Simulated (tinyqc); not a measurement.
Activation against anneal temperature: dopants and charged point defects at anneal temperature: Fermi-level effect, clustering and pairing. Computed by tinyqc, a small Python program. Command: `OMP_NUM_THREADS=1 python tinyqc.py 3026902 3026903 out.jsonl pairing walk`. One thread of a shared host (Intel(R) Xeon(R) Processor @ 2.30GHz), about 0.02 s of CPU time with the checks.

Boltzmann statistics and full ionisation of active dopants. Energies are counted from the valence band; the defect (a vacancy or self-interstitial) has five charge states, with all degeneracy factors one.

Inputs (values chosen for the exercise, with bands modelled on germanium):

| quantity | value | unit |
|---|---|---|
| gap at 0 K E_g0 | 0.74 | eV |
| Varshni alpha | 0.000463 | eV/K |
| Varshni beta | 242 | K |
| electron mass m_e | 0.215 | m_0 |
| valleys M_c | 4 | - |
| hole mass m_h | 0.33 | m_0 |
| anneal temperature T | 760 | K |
| total dopant density N | 2.1e+18 | cm^-3 |
| site density N_s | 4.6e+22 | cm^-3 |
| dopant atoms per cluster k | 2 | - |
| cluster binding energy E_b | 0.96 | eV |

Dopant: acceptor. Second part: clustering of the dopant.

Constants: m_0 = 9.1093837015e-31 kg; k_B = 1.380649e-23 J/K; h = 6.62607015e-34 J s; k_B = 8.617333262e-05 eV/K.

Method:
- E_g = E_g0 - alpha T^2/(T + beta).
- N_c = 2 M_c (2 pi m_e k_B T/h^2)^(3/2) and N_v = 2 (2 pi m_h k_B T/h^2)^(3/2), masses in units of m_0.
- n_i = sqrt(N_c N_v) exp(-E_g/2 k_B T); E_i = E_g/2 + (k_B T/2) ln(N_v/N_c).
- p = A/2 + sqrt(A^2/4 + n_i^2) for an active density A.
- k ionised dopants and k carriers form one neutral cluster: C = N_s (A/N_s)^k (p/N_b)^k exp(E_b/k_B T), N_b the effective density of states of the majority band, and N = A + k C (60 bisections in ln A between ln N - 90 and ln N).

Equilibrium activation:

| T (K) | n_i (cm^-3) | active A (cm^-3) | clusters C (cm^-3) | active share |
|---|---|---|---|---|
| 460 | 6.7305e+15 | 1.0305e+17 | 9.9847e+17 | 0.04907 |
| 530 | 3.1059e+16 | 2.4881e+17 | 9.2560e+17 | 0.11848 |
| 610 | 1.2010e+17 | 5.2035e+17 | 7.8982e+17 | 0.24779 |
| 680 | 3.0913e+17 | 8.2729e+17 | 6.3635e+17 | 0.39395 |
| 760 | 7.5112e+17 | 1.1821e+18 | 4.5893e+17 | 0.56292 |
| 840 | 1.5682e+18 | 1.4559e+18 | 3.2203e+17 | 0.69330 |
| 910 | 2.7175e+18 | 1.6100e+18 | 2.4500e+17 | 0.76667 |

What does the comparison show, and why?

The active share goes from 0.0491 at 460 K to 0.767 at 910 K, so a layer activated by a hot, short anneal is metastable and deactivates in later, cooler steps if the dopant can move.
